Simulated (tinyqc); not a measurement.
# An infinitely deep well in a field (quantum-confined Stark shift), Airy functions, step by step

Program tinyqc, `OMP_NUM_THREADS=1 python tinyqc.py 2580127 2580128 out.jsonl`; Intel Xeon 2.30GHz, shared host, one thread, about 0.03 s. Printed values are rounded.

Hard walls at x = -L/2 and +L/2; between them U(x) = -F x (eV, zero at the centre). C = hbar^2/(2 m0), e = (C F^2/m1)^(1/3), z1 = (F L/2 - E)/e at the left wall and z2 = (-F L/2 - E)/e at the right wall. Levels are the roots of D(E) = Ai(z1) Bi(z2) - Ai(z2) Bi(z1).

Inputs (values chosen for the exercise): mass m1 = 0.33 m0; well width L = 9.4 nm; field F = 0.0035 V/nm; level sought n = 2.

Constants: q = 1.602176634e-19 C, hbar = 1.054571817e-34 J s, m0 = 9.1093837015e-31 kg, hbar^2/(2 m0) = 0.0380998212 eV nm^2. Results are converted to the units shown.

## Level without field and second-order shift

E_n(0) = C (n pi/L)^2/m1; second-order shift m1 F^2 L^4 (1 - 15/(pi n)^2)/(48 C pi^2 n^2).

E_n(0) = 0.05158376 eV
second-order shift = 0.2710573 meV
F L/E_1(0) = 2.551190

## Step 1: secant step for the level

first trial energy = 0.0516 eV
second trial energy = 0.051 eV

Secant step from the last two trial energies, E_a the older and E_b the newer: next = E_b - D(E_b) (E_b - E_a)/(D(E_b) - D(E_a)).

D(E_a) = 0.002264339
D(E_b) = 0.007905066
third trial energy = 0.05184086 eV

## Step 2: secant step for the level

As before.

D(E_a) = 0.007905066
D(E_b) = 2.797309e-5
fourth trial energy = 0.05184384 eV

## Course of the secant iteration

Stop when E changes by less than 1e-10 eV and the root is level n (n - 1 nodes between the walls). E_a and E_b start as the two trial energies.

Course of the iteration:
```
step,E (eV),change (eV)
1,0.05184086,8.41e-4
2,0.05184384,2.99e-6
3,0.05184388,3.78e-8
4,0.05184388,1.75e-12
```

Converged in 4 steps to level 2.

## Stark shift

Exact shift E_n(F) - E_n(0), and the mean position <x> = -dE_n/dF. E_n(0) = C (n pi/L)^2/m1; second-order shift m1 F^2 L^4 (1 - 15/(pi n)^2)/(48 C pi^2 n^2).

E_n = 0.05184388 eV
shift = 0.2601163 meV
<x> = -0.14258 nm

The second-order estimate is 4.2 % above the exact shift in size.
